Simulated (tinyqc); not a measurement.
# Slope factor and drain-induced lowering from three currents

Problem. With source and body at 0 V, I = A exp((Vg + dd Vd)/(nf Vt)) (1 - exp(-Vd/Vt)). Find nf, the swing nf Vt ln 10 and dd.

Values chosen for this exercise: temperature T = 300 K.

Constants: q = 1.602176634e-19 C, kB = 1.380649e-23 J/K, Vt = kB T/q. Results are converted to the units shown.

currents at (Vg, Vd) = (0, 0.05), (0, 1) and (0.08, 1) V (nA/um): [0.022878149, 0.11769269, 1.4274890]

Solution. The pair at equal Vd gives nf; the pair at equal Vg, after dividing out the factors 1 - exp(-Vd/Vt), gives dd.

nf = 1.240
swing = 73.81 mV/decade
dd = 0.05000

Program tinyqc, `OMP_NUM_THREADS=1 python tinyqc.py 2242062 2242063 out.jsonl`; Intel Xeon 2.30GHz, shared host, one thread, about 0.04 s.
